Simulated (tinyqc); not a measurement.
Polytypes and stacking faults of a tetrahedral semiconductor in an axial Ising model with couplings up to third neighbours: one step, computed by the program tinyqc. Command: `OMP_NUM_THREADS=1 python tinyqc.py 3002479 3002480 out.jsonl polytype walk`. One thread of a shared host (Intel(R) Xeon(R) Processor @ 2.30GHz), about 0.01 s of CPU time with the checks.

Each double layer has s = +1 or -1 for the sense of its stacking step; E per pair of atoms = E0 - sum_n J_n <s_i s_(i+n)>, n = 1, 2, 3. Hexagonality h = (1 - <s_i s_(i+1)>)/2.

Task: Electronic energy gained by the fault. The fault binds electrons in a two-dimensional band E_b below the conduction edge, g2 = m m0/(pi hbar^2) for one valley. With the Fermi level held by the bulk, eta = ln[n/N_c(T)], N_c(T) = N_c (T/300)^1.5, the grand potential falls by g2 (k_B T)^2 F1(x), x = eta + E_b/(k_B T), F1(x) = integral from 0 to infinity of ln(1 + exp(x - t)) dt; sheet density g2 k_B T ln(1 + e^x). Band bending by the trapped charge is left out, so the gain is an upper bound. Net fault energy = gamma of the intrinsic fault less the electronic gain.

Inputs (values chosen for the exercise, of the order of those of ZnS for J, a, G and the gaps):
```
quantity                                    value    unit
binding energy of the fault level E_b       0.052      eV
in-plane mass m                              0.36      m0
effective density of states N_c at 300 K    3e+19  1/cm^3
electron density n                        6.6e+15  1/cm^3
temperature T                                 350       K
```

Host polytype: 3C.

energy of the glide fault, intrinsic = 10.00756 mJ/m^2

Constants: m_0 = 9.1093837015e-31 kg; hbar = 1.054571817e-34 J s; k_B = 1.380649e-23 J/K; k_B = 8.617333262e-05 eV/K.

Give: x; sheet density; electronic gain; net fault energy.

Result:

x = -6.929

sheet density = 4.438e+09 1/cm^2

electronic gain = 2.145e-04 mJ/m^2

net fault energy = 10.01 mJ/m^2

The gain offsets 0.0021 % of the fault energy.
